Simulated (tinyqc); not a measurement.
Elastic strain and critical thickness of a cubic alloy layer A(1-x)B(x) on a thick substrate. Changing the layer thickness h. Computed by tinyqc, a small Python program. Command: `OMP_NUM_THREADS=1 python tinyqc.py 3005279 3005280 out.jsonl misfit sweep`. One thread of a shared host (Intel(R) Xeon(R) Processor @ 2.30GHz), about 0.01 s of CPU time with the checks.

Strain is positive in tension. The layer is coherent with the substrate unless said otherwise.

Inputs (values chosen for the exercise, modelled on Ge(1-x)Si(x) on Ge): fraction x of B = 0.087; lattice constant a_A = 5.658 angstrom; lattice constant a_B = 5.431 angstrom; substrate lattice constant a_S = 5.658 angstrom; start of the iteration h0/b = 100.

Growth plane: (001). Layer: uncapped. Misfit dislocation: 60-degree.

C11, C12, C44 of A (GPa): [127.4, 49.05, 67.45]

C11, C12, C44 of B (GPa): [164.8, 62.76, 78.35]

Method:
- a = (1 - x) a_A + x a_B, the same rule for each C_ij; misfit f = (a_S - a)/a, the in-plane strain of the coherent layer.
- (001): D = 2 C12/C11, M = C11 + C12 - 2 C12^2/C11. The free surface carries no normal stress, so e_perp = -D f; dV/V = 2 f + e_perp; stress = M f; energy per area = M f^2 h (1 GPa nm = 1 J/m^2).
- Voigt averages: G = (C11 - C12 + 3 C44)/5, B = (C11 + 2 C12)/3, nu = (3 B - 2 G)/(2 (3 B + G)); b = a/sqrt(2). The 60-degree dislocation has cos alpha = 1/2, and cos lambda = 1/2 on (001).
- Matthews-Blakeslee: h_c = A [ln(h_c/b) + 1], A = b (1 - nu cos^2 alpha)/(8 pi |f| (1 + nu) cos lambda), the factor 8 pi being that of an uncapped layer.
- Start at h0, put the right side back in, and stop when the change is below 1e-9 h or h turns negative.
- For h > h_c the same force balance gives the strain left, |e| = |f| A [ln(h/b) + 1]/h, and below h_c e = f; relaxation = 1 - e/f; dislocations per length across each line direction = (|f| - |e|)/(b cos lambda).

One run for each value; columns: (1) layer thickness h (nm); (2) strain left e; (3) relaxation (%); (4) dislocation line density (1/micrometre); (5) strain energy per area (J/m^2):
```
(1)         (2)     (3)     (4)         (5)
2     0.0035027   0.000   0.000  3.4906e-03
4.3   0.0035027   0.000   0.000  7.5048e-03
9.3   0.0035027   0.000   0.000  1.6231e-02
20    0.0035027   0.000   0.000  3.4906e-02
43    0.0033082   5.553   0.976  7.5048e-02
93    0.0017373  50.401   8.856  1.6231e-01
200   0.0009037  74.200  13.038  3.4906e-01
430   0.0004649  86.727  15.239  7.5048e-01
930   0.0002357  93.270  16.389  1.6231e+00
2000  0.0001192  96.597  16.973  3.4906e+00
```

What does the table show, and why?

Over the rows, strain left e falls from 0.00350 to 1.19e-4, flat over part of the range; relaxation (%) rises from 0 to 96.6, flat over part of the range; dislocation line density (1/micrometre) rises from 0 to 17.0, flat over part of the range. At the low end the exponent of strain left e is 0.00, close to 0: the layer is still coherent. The exponent of strain energy per area stays at 1: the energy density is uniform. Relaxation sets in between 20.0 and 43.0 nm, and reaches 96.6 % at the largest thickness. The energy column is that of the coherent layer. Real layers relax later, as dislocations must nucleate and glide.

Extremes, crossings and ranges named in words are read from the listed rows.
